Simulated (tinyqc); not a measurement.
Where the wafer is too thin: surface photovoltage measurement of the minority-carrier diffusion length in a wafer. Computed by tinyqc, a small Python program. Command: `OMP_NUM_THREADS=1 python tinyqc.py 3130367 3130368 out.jsonl spv walk`. One thread of a shared host (Intel(R) Xeon(R) Processor @ 2.30GHz), about 0.01 s of CPU time with the checks.

Low injection, steady light, a depletion layer much thinner than 1/alpha and L. The excess density dn is taken at the front edge of the neutral region; light that reaches the back is lost.

Inputs (values chosen for the exercise, modelled on p-type silicon at room temperature):
```
quantity                            value        unit
wafer thickness W                     525  micrometre
diffusivity D                        27.1      cm^2/s
front recombination velocity S_f      740        cm/s
back recombination velocity S_b       420        cm/s
photon flux entering              1.5e+11  1/(cm^2 s)
```

Method:
- alpha = (84.732/lambda - 76.417)^2 per cm with lambda in micrometre (an empirical fit for silicon between 0.7 and 1.05 micrometre).
- Thick wafer: dn = Phi L/((S_f + D/L)(L + 1/alpha)). Finite wafer, with s = S_b L/D, w = W/L, a = alpha L: dn = [Phi a/(a^2 - 1)] [a - B - exp(-alpha W)(a - s)/(cosh w + s sinh w)]/(S_f + B D/L), B = (sinh w + s cosh w)/(cosh w + s sinh w).
- Readings y = (Phi/dn) (1 + noise x g) at 780, 830, 880, 920, 950, 975 and 995 nm; a least-squares line y = c (1/alpha + L_app) gives L_app = intercept/slope.
- No noise; L is varied at fixed W, and the last two columns set S_b to 0 and to 1e7 cm/s.

Apparent length (micrometre):
```
L          W/L  given S_b  S_b = 0  S_b = 1e7
26.2    20.038      26.20     26.2      26.20
52.5    10.000      52.50     52.5      52.50
105.0    5.000     105.08    105.1     104.82
158.0    3.323     159.11    160.0     155.54
262.0    2.004     270.52    285.5     236.61
420.0    1.250     436.31    544.4     307.88
682.0    0.770     638.84   1138.2     355.29
1100.0   0.477     798.36   2285.1     378.32
2100.0   0.250     907.41   4582.0     390.02
```

With a fast back surface L_app levels off, at 390 micrometre in the last row; with a passive one it reaches up to 2.18 times L among these rows and is 4580 in the last. All three columns are within 5 % of L down to W/L = 3.3.

Extremes, crossings and ranges named in words are read from the listed rows.
